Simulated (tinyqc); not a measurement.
p-i-n power rectifier, conductivity modulation at high injection: two steps of the calculation.

A drift layer from x = -d to d (2 d = W) between ideal p+ and n+ emitters (no recombination in them). High injection, n = p, ambipolar diffusion with one lifetime; both mobilities scale as (T/300 K)^(-bt).

Values chosen for this exercise; bulk values close to those of gallium nitride:
- T = 300 K (temperature)
- mud = 886 cm^2/(V s) (drift mobility at 300 K)
- bt = 2.1 (temperature exponent of the drift mobility)
- mup = 27.6 cm^2/(V s) (hole mobility at 300 K)
- Eg = 3.52 eV (band gap)
- Nc = 2.3e18 cm^-3 (conduction-band density of states at T)
- Nv = 4.6e19 cm^-3 (valence-band density of states at T)
- J = 50 A/cm^2 (forward current density)
- tau = 6.3e-7 s (high-level lifetime)

Constants: q = 1.602176634e-19 C, kB = 1.380649e-23 J/K, Vt = kB T/q. Results are converted to the units shown.

Problem 1. Carrier profile. Da = 2 mun mup Vt/(mun + mup), La = sqrt(Da tau), B = (mun - mup)/(mun + mup) with mun = mud (T/300 K)^(-bt), mup likewise; n(x) = (tau J/(2 q La)) [cosh(x/La)/sinh(d/La) - B sinh(x/La)/cosh(d/La)]. 10 equal steps.

drift thickness W = 20.098755 um

Find: Da; La; B; x; n.

Solution 1.

Da = 1.384 cm^2/s
La = 9.337 um
B = 0.9396

```
point  x (um)  n (cm^-3)
0      -10.05   2.113e17
1       -8.04   1.719e17
2       -6.03   1.405e17
3       -4.02   1.157e17
4       -2.01   9.620e16
5        0.00   8.121e16
6        2.01   6.999e16
7        4.02   6.203e16
8        6.03   5.696e16
9        8.04   5.453e16
10      10.05   5.464e16
```

d/La = 1.08.

Problem 2. Forward voltage and stored charge. Ohmic drop: integral of J/(q (mun + mup) n); diffusion (Dember) drop Vt B ln(n(-d)/n(d)); both junctions together Vt ln(n(-d) n(d)/ni^2), ni = sqrt(Nc Nv) exp(-Eg/(2 Vt)), Eg in volts; V_F = the sum; stored charge q times the integral of n. Trapezoid rule; mun and mup scale as (T/300 K)^(-bt).

```
point      x (um)     n (cm^-3)
0      -10.049377  2.1128589e17
1       -8.039502  1.7190562e17
2       -6.029626  1.4052099e17
3       -4.019751  1.1567224e17
4       -2.009875  9.6203616e16
5        0.000000  8.1209594e16
6        2.009875  6.9992777e16
7        4.019751  6.2031449e16
8        6.029626  5.6955314e16
9        8.039502  5.4528274e16
10      10.049377  5.4637442e16
```

B = 0.93957968

Wanted: ohmic drop; diffusion drop; junction drops; V_F; stored charge.

Solution 2.

ohmic drop = 0.0083834 V
diffusion drop = 0.032852 V
junction drops = 3.2841 V
V_F = 3.3254 V
stored charge = 31.622 uC/cm^2

Numbers from tinyqc (`OMP_NUM_THREADS=1 python tinyqc.py 2230149 2230150 out.jsonl`; about 0.01 s on one thread of a shared Intel Xeon 2.30GHz).
